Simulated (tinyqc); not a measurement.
Temperatures in a stack of 4 dies with leakage feedback: one step of the calculation.

One-dimensional heat flow to a sink below die 0. The power of each die is released in a plane at its top; from the plane of die j > 0 heat crosses its silicon (ts), a bond layer and the wiring of die j - 1; from die 0 it crosses t0, paste and sink. Copper shares the path through bond and wiring in parallel: k_eff = fm km + (1 - fm) k. Silicon is taken at the temperature of the plane above it. Leakage is P_l exp((T - 350 K)/Tl).

Problem. Resistances per area at 300 K. R = thickness/conductivity for each layer.

Values chosen for this exercise; conductivities of the order met in silicon, wiring layers, bonds and pastes: conductivity of silicon at 300 K k0 = 149 W/(m K); thickness of a thinned die ts = 30 um; thickness of the die next to the sink t0 = 500 um; thickness of the wiring layers tb = 14 um; conductivity of the wiring layers kb = 3.4 W/(m K); thickness of a bond layer tg = 1 um; conductivity of the bond dielectric kg = 0.9 W/(m K); area share of copper through bond and wiring fm = 0; conductivity of copper km = 390 W/(m K); paste and lid Rt = 0.05 K cm^2/W; heat sink Rs = 0.71 K cm^2/W.

Wanted: thick die; thinned die; k_eff of the bond; k_eff of the wiring; bond plus wiring; paste plus sink.

Solution.

thick die = 0.03356 K cm^2/W
thinned die = 0.002013 K cm^2/W
k_eff of the bond = 0.9000 W/(m K)
k_eff of the wiring = 3.400 W/(m K)
bond plus wiring = 0.05229 K cm^2/W
paste plus sink = 0.7600 K cm^2/W

tinyqc, about 0.03 s, one thread, Intel Xeon 2.30GHz (shared host): `OMP_NUM_THREADS=1 python tinyqc.py 2162093 2162094 out.jsonl`
